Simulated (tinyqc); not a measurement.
Thermal displacements in the Debye model: Debye-Waller factors, bond-length spread and the Lindemann rule: one step, computed by the program tinyqc.

A Debye spectrum with three branches of one velocity, cut at k_B Theta; 4 atoms per cube, nearest neighbours at d = 0.707107 a.

Task: Spread of the bond length. Correlated Debye model: sigma^2 = (3 hbar^2/(M k_B Theta)) int_0^1 s coth(s Theta/(2T)) [1 - sin(s q_D R)/(s q_D R)] ds for two atoms at distance R, q_D = (6 pi^2 n)^(1/3), n atoms per volume; uncorrelated motion would give 2 <u_x^2>. An EXAFS amplitude is damped by exp(-2 k^2 sigma^2).

Inputs (values chosen for the exercise, modelled on lead):
```
quantity                     value        unit
atomic mass M                207.2           u
Debye temperature Theta         93           K
lattice constant a            4.95    angstrom
temperature T                   20           K
photoelectron wave number k    4.1  1/angstrom
```

Structure: fcc.

<u_x^2> = 0.002443605 angstrom^2

Constants: hbar^2/u = 4.18015928e-03 eV angstrom^2; k_B = 8.617333262e-05 eV/K.

Give: sigma^2 of the nearest bond; correlation 1 - sigma^2/(2 <u_x^2>); EXAFS damping.

Result:

sigma^2 of the nearest bond = 0.003579 angstrom^2

correlation 1 - sigma^2/(2 <u_x^2>) = 0.2676

EXAFS damping = 0.8866

Neighbours move partly together, which removes 27 % of the uncorrelated spread.
